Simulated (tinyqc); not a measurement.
# Scale length and length offset from two DIBL values

Inverse problem. DIBL = exp(-Le/(2 l)) + 2 exp(-Le/l) with Le = L - dL. Find l, dL and the drawn length for a DIBL of 100 mV/V.

DIBL at drawn lengths 29 and 43 nm (mV/V): 140.80630  40.556353

Answer. With e = exp(-Le/(2 l)), 2 e^2 + e = DIBL gives e and so Le/l at each length; Le/l is a straight line in L with slope 1/l.

l = 6.300 nm
dL = 1.700 nm
length for 100 mV/V = 32.70 nm

Computed by the program tinyqc: `OMP_NUM_THREADS=1 python tinyqc.py 2002096 2002097 out.jsonl`, one thread of a shared Intel Xeon 2.30GHz, about 0.01 s for the whole run.
